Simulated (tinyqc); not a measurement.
## Both saturation currents from two open-circuit voltages

Inverse problem. Without shunt, at open circuit JL = J01 (exp(Voc/Vt) - 1) + J02 (exp(Voc/(2 Vt)) - 1). Find J01, J02 and the mean ideality (Voc2 - Voc1)/(Vt ln(JL2/JL1)).

Inputs (values chosen for the exercise):
- T = 298.15 K (temperature)

Constants: q = 1.602176634e-19 C, kB = 1.380649e-23 J/K, Vt = kB T/q. Results are converted to the units shown.

photocurrents (mA/cm^2): [19.7, 0.985]
Voc (V): [1.0204611, 0.87057990]

Solution. The relation is linear in J01 and J02, so two light levels give two equations; series resistance plays no part at open circuit.

J01 = 8.900e-21 A/cm^2
J02 = 4.300e-11 A/cm^2
mean ideality = 1.947

tinyqc, about 0.01 s, one thread, Intel Xeon 2.30GHz (shared host): `OMP_NUM_THREADS=1 python tinyqc.py 2280025 2280026 out.jsonl`
